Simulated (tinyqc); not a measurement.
UHF in the 6-31g basis, for H3, spin multiplicity 2, step by step. One step of it, computed by the program tinyqc.

Problem. Orthogonalisation. S = U s U^T; symmetric (Loewdin) form X = U s^(-1/2) U^T, so that X^T S X = 1.

overlap S:
```
          1H 1s     1H 2s     2H 1s     2H 2s     3H 1s     3H 2s
1H 1s  1.000000  0.658292  0.260445  0.415966  0.259997  0.415702
1H 2s  0.658292  1.000000  0.415966  0.754525  0.415702  0.754231
2H 1s  0.260445  0.415966  1.000000  0.658292  0.260324  0.415895
2H 2s  0.415966  0.754525  0.658292  1.000000  0.415895  0.754446
3H 1s  0.259997  0.415702  0.260324  0.415895  1.000000  0.658292
3H 2s  0.415702  0.754231  0.415895  0.754446  0.658292  1.000000
```

Give: eigenvalues of S; X.

Solution.

eigenvalues of S: 0.1464  0.1466  0.4449  0.8385  0.8392  3.5845

X:
```
         1H 1s    1H 2s    2H 1s    2H 2s    3H 1s    3H 2s
1H 1s   1.2618  -0.5086  -0.0477   0.0239  -0.0475   0.0239
1H 2s  -0.5086   1.8834   0.0239  -0.5117   0.0238  -0.5108
2H 1s  -0.0477   0.0239   1.2619  -0.5086  -0.0477   0.0239
2H 2s   0.0239  -0.5117  -0.5086   1.8840   0.0239  -0.5115
3H 1s  -0.0475   0.0238  -0.0477   0.0239   1.2618  -0.5086
3H 2s   0.0239  -0.5108   0.0239  -0.5115  -0.5086   1.8832
```
